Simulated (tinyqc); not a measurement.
Heavy doping: band filling, gap narrowing, band tails and the effective intrinsic density. From absorption edge back to donor density N_D. Computed by tinyqc, a small Python program. Command: `OMP_NUM_THREADS=1 python tinyqc.py 3002079 3002080 out.jsonl gapnarrow inv`. One thread of a shared host (Intel(R) Xeon(R) Processor @ 2.30GHz), about 0.1 s of CPU time with the checks.

An n-type crystal above its Mott density, with all dopants ionised: n = N_D - N_A, ionised centres N_I = N_D + N_A. Valleys are taken as spherical with mass m_e.

Inputs (values chosen for the exercise, modelled on InAs):
```
quantity                     value  unit
gap E_g                       0.36    eV
electron mass m_e           0.0264   m_0
valleys M_c                      1     -
hole mass m_h                0.411   m_0
dielectric constant eps       15.4     -
compensation ratio N_A/N_D       0     -
temperature T                  300     K
```

Conduction band: non-parabolic (Kane).

Constants: a_0 = 0.529177210903 angstrom; Ry = 13.605693123 eV; k_B = 8.617333262e-05 eV/K; hbar^2/(2 m_0) = 3.80998212 eV angstrom^2; e = 1.602176634e-19 C; eps_0 = 8.8541878128e-12 F/m; e^2/(4 pi eps_0) = 14.39964548 eV angstrom.

Method:
- n = N_D (1 - ratio); Ry* = Ry m_e/eps^2, a* = a_0 eps/m_e; r_s = (3/(4 pi n))^(1/3)/a*; k_F = (3 pi^2 n/M_c)^(1/3); Mott density (0.26/a*)^3.
- n = M_c (1/(2 pi^2)) (m_e/(hbar^2/2m_0))^(3/2) int sqrt(E (1 + aE)) (1 + 2 aE) f dE with a = (1 - m_e)^2/E_g, f = 1/(1 + exp((E - E_F)/k_B T)); trapezoid rule in t = sqrt(E/k_B T), step 0.02 up to 12; E_F by bisection from the band edge.
- At T = 0, E_F (1 + a E_F) = (hbar^2/2m_0) k_F^2/m_e; dn/dE_F uses f (1 - f)/k_B T in place of f.
- Screening: q^2 = (e/(eps eps_0)) dn/dE_F. Exchange lowers the conduction band by (1/pi) k_F e^2/(4 pi eps_0 eps) (T = 0 Hartree-Fock at k_F, taken as a rigid shift). Screening raises the valence band by (q/2) e^2/(4 pi eps_0 eps) (static Coulomb hole). The narrowing is the sum; electron correlation and carrier-ion shifts are left out. Root-mean-square potential of randomly placed ions: V_rms = (e^2/(4 pi eps_0 eps)) sqrt(2 pi N_I/q).
- Absorption edge of a direct gap, from the valence band at k_F (T = 0 value) to the Fermi level: E_g - narrowing + E_F + (hbar^2/2m_0) k_F^2/m_h, k_F = (3 pi^2 n)^(1/3); the shift is the edge less E_g. n p/n_i^2 = exp(narrowing/k_B T) x (n/N) exp(-E_F/k_B T), N being the limit of n exp(-E_F/k_B T) far below the edge (taken at E_F = -12 k_B T); apparent narrowing = k_B T ln(n p/n_i^2).

Task: A run gave the result below. Find the donor density N_D, known to lie between 9.1e+17 and 2.4e+18 cm^-3.

absorption edge = 0.4707687 eV

Result:

Each step takes the trial c = (a f_b - b f_a)/(f_b - f_a), f being the result less the target and a, b, c the logarithms of the listed values; c replaces end b, the old b replaces a if the sign of f changed, and otherwise f_a is halved.

Scan of the range:
```
donor density N_D (cm^-3)  absorption edge (eV)
9.10e+17                               0.444769
1.07e+18                               0.455059
1.26e+18                               0.466200
1.48e+18                               0.477973
1.74e+18                               0.490678
2.04e+18                               0.504070
2.40e+18                               0.518748
```

False position (Illinois rule, in the logarithm of the input) inside the bracket:
```
step        end a        end b        trial  absorption edge (eV)
1     1.26000e+18  1.48000e+18  1.34119e+18              0.470671
2     1.48000e+18  1.34119e+18  1.34296e+18              0.470767
3     1.48000e+18  1.34296e+18  1.34304e+18              0.470771
4     1.34296e+18  1.34304e+18  1.34300e+18              0.470769
```

Absorption edge rises at every point of a 13-point scan of the range (every second point is shown), so one value fits; it is bracketed by 1.26e18 and 1.48e18. Answer: donor density N_D = 1.343e18 cm^-3.

Caution: the screening length is well below a*, where static Thomas-Fermi screening overstates the Coulomb hole.
